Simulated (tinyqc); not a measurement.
Ionisation and resistivity against doping: donors with valley-orbit split 1s states.

Each donor binds at most one electron, in any of its states. For a site s, W_s = sum over its states of g exp(E/kT), and the ionised share is 1/(1 + W_s exp(eta)), eta = (EF - Ec)/kT; n = Nc F_1/2(eta); neutrality n + NA = ND x (mean ionised share); holes are neglected. Nc from N = 2 (m kB T/(4 pi c))^(3/2) with c = hbar^2/2m0, in 1/angstrom^3; times 1e24 for 1/cm^3, m = md. F_j(eta) = (1/Gamma(j + 1)) integral_0^infinity x^j dx/(1 + exp(x - eta)), which tends to exp(eta) for eta << 0.

Mobility (Caughey-Thomas form): mu = mu0 + (mu1 (T/300)^(-ga) - mu0)/(1 + ((ND + NA)/Nr)^de); rho = 1/(e n mu), e = 1.602176634e-19 C.

Constants: hbar^2/2m0 = 3.80998211 eV angstrom^2; kB = 8.617333262e-05 eV/K.

Values chosen for the exercise (near those of As in Si; the results hold for these values, not for the real material): md = 1.067 m0 (density-of-states mass of the conduction band); E = (55.5, 34, 32.2) meV (binding energies of 1s(A1), 1s(T2), 1s(E)); g = (2, 6, 4) (their degeneracies with spin); T = 300 K; mu0 = 70 cm^2/(V s) (mobility at heavy doping); mu1 = 1349 cm^2/(V s) (mobility at light doping and 300 K); Nr = 1.1e+17 1/cm^3 (reference doping); de = 0.72 (doping exponent); ga = 2.3 (temperature exponent).

NA = 0.

Results:
```
ND (1/cm^3),n (1/cm^3),n/ND,mu (cm^2/(V s)),rho (ohm cm),rho at full ionisation
1.0e+14,1.00e+14,1.000,1341,46.6,46.6
1.0e+15,9.98e+14,0.998,1307,4.78,4.78
1.0e+16,9.81e+15,0.981,1156,0.550,0.540
3.0e+16,2.84e+16,0.948,989,0.222,0.210
1.0e+17,8.58e+16,0.858,731,0.0995,0.0853
3.0e+17,2.13e+17,0.709,488,0.0602,0.0426
1.0e+18,5.05e+17,0.505,287,0.0431,0.0218
2.0e+18,7.88e+17,0.394,211,0.0375,0.0148
```

From 1e16 to 1e18 1/cm^3 rho falls by a factor 12.8, not 100: the mobility takes a factor 4.03 and incomplete ionisation 1.94. n/ND is below 0.9 from 1e+17 1/cm^3 on. From a few times 1e18 1/cm^3 on, depending on the dopant, the levels merge with the band, and already below that screening lowers the binding energy, so the last rows understate n.

Program tinyqc; command `OMP_NUM_THREADS=1 python tinyqc.py 1680001 1680002 out.jsonl`; about 0.01 s on one thread of a shared Intel(R) Xeon(R) Processor @ 2.30GHz.
